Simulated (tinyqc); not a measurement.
# Floating body of a partially depleted SOI transistor: body voltage and kink, step by step

Program tinyqc, `OMP_NUM_THREADS=1 python tinyqc.py 2182116 2182117 out.jsonl`; Intel Xeon 2.30GHz, shared host, one thread, about 0.2 s. Printed values are rounded.

Source at 0 V. Channel current Ic = 2 nf K Vt^2 [F(0) - F(Vd)](1 + la Vd), F(V) = ln^2(1 + exp((Vg - VT - nf V)/(2 nf Vt))), VT = VT0 - gb Vb. Saturation voltage Vs = 2 Vt sqrt(F(0)) + 3 Vt, excess Ve = (Vd - Vs + sqrt((Vd - Vs)^2 + 0.0004 V^2))/2, multiplication M1 = Ai Ve exp(-Bl/Ve). Each junction passes D(v) = J1 (exp(v/Vt) - 1) + J2 (exp(v/(2 Vt)) - 1). Bipolar current Ib = bb J1 (exp(Vb/Vt) - 1). The body settles where M1 (Ic + Ib) = D(Vb) + D(Vb - Vd) + Vb/Rb; drain current Id = (1 + M1)(Ic + Ib) - D(Vb - Vd).

Values chosen for this exercise; values of the order met in partially depleted silicon-on-insulator transistors:
```
symbol    value         unit                                                                                            meaning
T           300            K                                                                                        temperature
VT0         0.4            V                                                                     threshold at zero body voltage
gb          0.2                                                                  fall of the threshold per volt of body voltage
nf         1.34                                                                                                    slope factor
K           290  uA/(V^2 um)                                                                              gain factor per width
la         0.07          1/V                                                                   channel-length modulation factor
Ai         1.81          1/V                                                                        impact-ionisation prefactor
Bl          4.7            V                                                                          impact-ionisation voltage
J1      3.6e-12        uA/um                                                      diffusion saturation current of each junction
J2       1.2e-9        uA/um                                                  recombination saturation current of each junction
bb            1                                                 gain of the lateral bipolar transistor on the diffusion current
Rb          1e9      kohm um  resistance of a weak body tie to the source (1e9 stands for no tie, and the term is then dropped)
Vg         0.57            V                                                                                       gate voltage
Vd          1.2            V                                                                                      drain voltage
```

Constants: q = 1.602176634e-19 C, kB = 1.380649e-23 J/K, Vt = kB T/q. Results are converted to the units shown.

Range of the model: The multiplication law is an empirical form chosen for the exercise; self-heating and capacitive coupling to the body are left out, and the linear laws are rough once Vb passes about 0.7 V or M1 about 0.1.

## Starting value

Vb = 0.54 V.

Vb at the start = 0.54 V

## Iteration 1: new Vb

Current into the body I_in = M1 (Ic + Ib) - D(Vb - Vd), current out I_out = D(Vb) + Vb/Rb; f = ln(I_in/I_out), s = df/dVb by central differences over 1e-5 V, Vb(new) = Vb - f/s.

Ic = 9.14648 uA/um
Ve = 0.914164 V
M1 = 0.00967966
I_in = 0.0885759 uA/um
I_out = 0.00428646 uA/um
f = 3.02840
s = -38.0563 1/V
Vb after iteration 1 = 0.619577 V

## Iteration 2: new Vb

As before.

Ic = 10.2013 uA/um
Ve = 0.902477 V
M1 = 0.00894041
I_in = 0.0920279 uA/um
I_out = 0.0923932 uA/um
f = -0.00396138
s = -37.9819 1/V
Vb after iteration 2 = 0.619473 V

## Iteration 3: new Vb

As before.

Ic = 10.1999 uA/um
Ve = 0.902492 V
M1 = 0.00894135
I_in = 0.0920216 uA/um
I_out = 0.0920216 uA/um
f = 5.66267e-8
s = -37.9830 1/V
Vb after iteration 3 = 0.619473 V

## Course of the iteration

Stop when the step is below 1e-10 V, or after 40 iterations.

Course of the iteration:
```
iteration  Vb before the step (V)  step (V)
1                            0.54    0.0796
2                        0.619577  -1.04e-4
3                        0.619473   1.49e-9
4                        0.619473         0
```

Converged in 4 iterations.

## Drain current with floating and with grounded body

converged Vb = 0.619473 V

Id and VT at the converged Vb, Id at Vb = 0, their ratio, and the bipolar share Ib/(Ic + Ib).

VT = 0.276105 V
Id, floating = 10.3837 uA/um
Id, grounded = 3.67841 uA/um
ratio = 2.82288
bipolar share = 0.892273 %

The body rises to 0.619 V and lowers the threshold by 124 mV.
